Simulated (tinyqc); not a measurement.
# Inputs raised by 5 %, one at a time

Model: chemical vapour deposition: Grove model, boundary layer, depletion and step coverage. Computed by tinyqc, a small Python program. Command: `OMP_NUM_THREADS=1 python tinyqc.py 3026218 3026219 out.jsonl cvd sens`. One thread of a shared host (Intel(R) Xeon(R) Processor @ 2.30GHz), about 0.04 s of CPU time with the checks.

A precursor diffuses to the surface and reacts there at first order; each molecule that reacts adds one formula unit of film.

Inputs (values chosen for the exercise, close to those used for silicon nitride (counted as SiN4/3)): prefactor k0 of k_s = 2.9e+08 cm/s; activation energy E = 1.74 eV; temperature T = 810 C; total pressure p = 2 torr; mole fraction of the precursor Y = 0.18; gas diffusivity D0 at 273.15 K and 760 torr = 0.46 cm^2/s; film density N = 4e+22 formula units/cm^3; precursor mass M = 101 u; trench width w = 0.72 um; aspect ratio of the trench = 6.9; wafer radius R = 7.5 cm; wafer spacing s = 0.64 cm.

Reactor: wafer stack, low pressure.

Constants: k_B = 1.380649e-23 J/K; u = 1.6605390666e-27 kg; k_B = 8.617333262e-05 eV/K.

Method:
- k_s = k0 exp(-E/(k_B T)); C_g = Y p/(k_B T), 1 torr = 133.322 Pa; D = D0 (T/273.15)^1.75 (760/p).
- Temperatures in kelvin are T(C) + 273.15.
- Mean speed c = sqrt(8 k_B T/(pi M)); reactive sticking probability beta = 4 k_s/c.
- Between two wafers the gas diffuses inward and reacts on both faces: (D/r) d/dr (r dC/dr) = 2 k_s C/s, so C(r)/C_g = I0(phi r/R)/I0(phi) with phi^2 = 2 k_s R^2/(s D); G(r) = k_s C(r)/N, 1 cm/s = 6e8 nm/min; the mean over the wafer is eta = 2 I1(phi)/(phi I0(phi)).
- In a long trench of width w and depth l = aspect ratio x w: Knudsen diffusivity D_K = (2w) c/3 (hydraulic diameter 2w), combined as 1/D_e = 1/D_K + 1/D; D_e d2C/dz2 = 2 k_s C/w with D_e dC/dz = -k_s C at the floor. With m = sqrt(2 k_s/(w D_e)): C(floor)/C(top) = 1/[cosh(m l) + (k_s/(D_e m)) sinh(m l)].

Runs; columns: (1) input moved; (2) from; (3) to; (4) growth rate G at the edge (nm/min); (5) rate at the centre over rate at the edge; (6) step coverage; (7) modulus m l:
```
(1)                                                    (2)    (3)     (4)      (5)      (6)       (7)
base run                                                 -      -  111.92  0.94954  0.99602  0.083524
activation energy E (eV)                              1.74  1.827   44.06  0.97966  0.99843  0.052410
total pressure p (torr)                                  2    2.1  117.51  0.94712  0.99602  0.083527
mole fraction of the precursor Y                      0.18  0.189  117.51  0.94954  0.99602  0.083524
gas diffusivity D0 at 273.15 K and 760 torr (cm^2/s)  0.46  0.483  111.92  0.95186  0.99602  0.083522
trench width w (um)                                   0.72  0.756  111.92  0.94954  0.99602  0.083527
wafer spacing s (cm)                                  0.64  0.672  111.92  0.95186  0.99602  0.083524
```

Exponents ln(y'/y) / ln(x'/x):
```
input                                        growth rate G at the edge  rate at the centre over rate at the edge  step coverage  modulus m l
activation energy E                                            -19.104                                     0.640           0.05       -9.552
total pressure p                                                 1.000                                    -0.052           0.00        0.001
mole fraction of the precursor Y                                 1.000                                     0.000           0.00        0.000
gas diffusivity D0 at 273.15 K and 760 torr                      0.000                                     0.050           0.00       -0.001
trench width w                                                   0.000                                     0.000           0.00        0.001
wafer spacing s                                                  0.000                                     0.050           0.00        0.000
```

Among the inputs moved here: growth rate G at the edge answers most in size to activation energy E (exponent -19.104), next to total pressure p (+1.000); its exponent is below 0.0005 for gas diffusivity D0 at 273.15 K and 760 torr, trench width w, wafer spacing s. Its exponent +1.000 in total pressure p: reaction control: C_g is proportional to p. Its exponent +1.000 in mole fraction of the precursor Y: first-order kinetics. Rate at the centre over rate at the edge answers most in size to activation energy E (exponent +0.640), next to total pressure p (-0.052); its exponent is below 0.0005 for mole fraction of the precursor Y, trench width w. Step coverage answers most in size to activation energy E (exponent +0.050); its exponent is below 0.0005 for total pressure p, mole fraction of the precursor Y, gas diffusivity D0 at 273.15 K and 760 torr, trench width w, wafer spacing s. Modulus m l answers most in size to activation energy E (exponent -9.552); its exponent is below 0.0005 for mole fraction of the precursor Y, wafer spacing s. Its exponent +0.001 in trench width w: Knudsen transport has no length scale but w.

Caution (rows base run, total pressure p, mole fraction of the precursor Y, gas diffusivity D0 at 273.15 K and 760 torr, trench width w, wafer spacing s): a growth rate above 100 nm/min is far higher than usual in a low-pressure wafer stack. Caution (all rows): the hydraulic-diameter form of D_K is rough for a slit.
